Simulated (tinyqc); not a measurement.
# Charge pumping in an n-channel transistor: what changes with what

The gate is pulsed from accumulation to inversion and back. Energies E are counted from the intrinsic level; Dit(E) = D0 [1 + b (2 E/Eg)^2]. During each edge the traps near the bands emit their carriers, and those between Eh and Ee recombine once a cycle.

Inputs (values chosen for the exercise); band and dielectric values close to those of silicon:
- T = 350 K (temperature)
- Eg = 1.11 eV (band gap)
- Nc = 3.47e19 cm^-3 (conduction-band density of states at 350 K)
- Nv = 3.35e19 cm^-3 (valence-band density of states at 350 K)
- A = 25 um^2 (gate area)
- D0 = 6.4e11 cm^-2 eV^-1 (trap density at midgap)
- b = 0 (rise of the trap density towards the band edges)
- sn = 4.6e-15 cm^2 (cross-section for electrons)
- sp = 6.4e-16 cm^2 (cross-section for holes)
- vth = 1.6e7 cm/s (thermal velocity at 350 K, one nominal value for electrons and holes)
- dV = 1.1 V (Vth - Vfb)
- Va = 2.7 V (pulse height)
- f = 75000 Hz (frequency)
- tr = 680 ns (rise time)

Constants: q = 1.602176634e-19 C, kB = 1.380649e-23 J/K, Vt = kB T/q. Results are converted to the units shown.

Each table varies one quantity; the others keep the values above.

## Scanning the upper gap with the fall time

ni = sqrt(Nc Nv) exp(-Eg/(2 Vt)), Eg in volts; emission times te = (dV/Va) tf and th = (dV/Va) tr; Ee = -Vt ln(vth sn ni te), Eh = +Vt ln(vth sp ni th). Nit = integral of Dit from Eh to Ee = D0 [Ee - Eh + 4 b (Ee^3 - Eh^3)/(3 Eg^2)], Qcp = q A Nit, Icp = f Qcp.

The same in every row: Eh (eV) = -0.2088.

Scanning the upper gap with the fall time:
```
tf (ns)  Ee (eV)  Nit (cm^-2)  Icp (pA)
0.97      0.3469     3.556e11      1068
3.2       0.3109     3.326e11     999.1
11        0.2737     3.088e11     927.5
36        0.2379     2.859e11     858.8
120       0.2016     2.626e11     789.0
400       0.1653     2.394e11     719.2
1400      0.1275     2.152e11     646.5
4500     0.09228     1.927e11     578.8
```

Ee falls from 0.347 to 0.0923 eV, by Vt ln 10 a decade, and Icp falls from 1070 to 579 pA. The slope -dNit/d(ln tf)/Vt gives Dit = 6.40e11 cm^-2 eV^-1 near E = 0.329 eV and 6.40e11 near 0.110 eV: constant, as the profile is flat.

## Triangular pulses against frequency

Same model as above.

For a symmetric triangular wave tr = tf = 1/(2 f).

Results:
```
f (Hz)  Ee (eV)  Eh (eV)  Nit (cm^-2)  Icp (pA)  Qcp (fC)
26000   0.04848  -0.1080     1.001e11     104.3     4.010
59000   0.07319  -0.1327     1.318e11     311.4     5.278
1.3e5   0.09702  -0.1565     1.623e11     844.9     6.499
3e5      0.1222  -0.1817     1.945e11      2338     7.792
1.6e6    0.1727  -0.2322     2.592e11   1.661e4     10.38
3.5e6    0.1963  -0.2558     2.894e11   4.057e4     11.59
```

Estimate the missing row, f = 6.9e5 Hz.

Computed row:
```
f (Hz)  Ee (eV)  Eh (eV)  Nit (cm^-2)  Icp (pA)  Qcp (fC)
6.9e5    0.1474  -0.2069     2.267e11      6265     9.080
```

With this row back in the table: Qcp rises from 4.01 to 11.6 fC, by 3.56 fC a decade between the first two rows and 3.56 between the last two (2 q A D0 Vt ln 10 = 3.56 fC): faster edges leave less time for emission and widen the window, so Icp grows faster than f, as f^(1.22).

Range of the model: The Fermi levels of inversion and accumulation are taken to lie beyond Ee and Eh, the flat tops to fill all traps, and no geometric current is added.

Numbers from tinyqc (`OMP_NUM_THREADS=1 python tinyqc.py 2030142 2030143 out.jsonl`; about 0.01 s on one thread of a shared Intel Xeon 2.30GHz).
